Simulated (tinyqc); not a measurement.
From results back to parameters: static screening by free carriers. Three cases, with inputs chosen for the exercise.

Problem. At zero temperature the gas shows Friedel oscillations of period pi/kF and a Thomas-Fermi length 1/qTF; n and m are hidden.

kF = (3 pi^2 n/Mv)^(1/3), EF = c kF^2/m with c = hbar^2/2m0, n in 1/angstrom^3 (1e-24 per 1/cm^3), e2 = e^2/(4 pi eps0). Thomas-Fermi: qTF^2 = 6 pi e2 n/(eps EF). Debye: qD^2 = 4 pi e2 n/(eps kB T).

Constants: hbar^2/2m0 = 3.80998211 eV angstrom^2; e^2/(4 pi eps0) = 14.39964547 eV angstrom.

Find: kF; n; m.

Method. kF = pi/period and n = Mv kF^3/(3 pi^2); qTF^2 = 2 e2 Mv m kF/(pi eps c) then gives m.

Case 1.

Values chosen (out of a larger set: a free-electron density near that of Na; not measured data): Mv = 1 (valleys); eps = 1 (background dielectric constant).

period = 3.43223 angstrom
1/qTF = 0.673843 angstrom

Solution.

kF = 0.9153 1/angstrom
n = 2.59e+22 1/cm^3
m = 1.000 m0

Case 2.

Values chosen (out of a larger set: near those of GaN; not measured data): Mv = 1 (valleys); eps = 9.49 (background dielectric constant).

period = 338.497 angstrom
1/qTF = 46.2120 angstrom

Solution.

kF = 0.009281 1/angstrom
n = 2.70e+16 1/cm^3
m = 0.199 m0

Case 3.

Values chosen (out of a larger set: near those of SiC; not measured data): Mv = 3 (valleys); eps = 9.86 (background dielectric constant).

period = 98.3736 angstrom
1/qTF = 10.4499 angstrom

Solution.

kF = 0.03194 1/angstrom
n = 3.30e+18 1/cm^3
m = 0.392 m0

Computed by tinyqc, one run a case: `OMP_NUM_THREADS=1 python tinyqc.py N N+1 out.jsonl` with N = 1650002, 1650015, 1650052; one thread of a shared Intel(R) Xeon(R) Processor @ 2.30GHz, about 0.01 s a run at most.
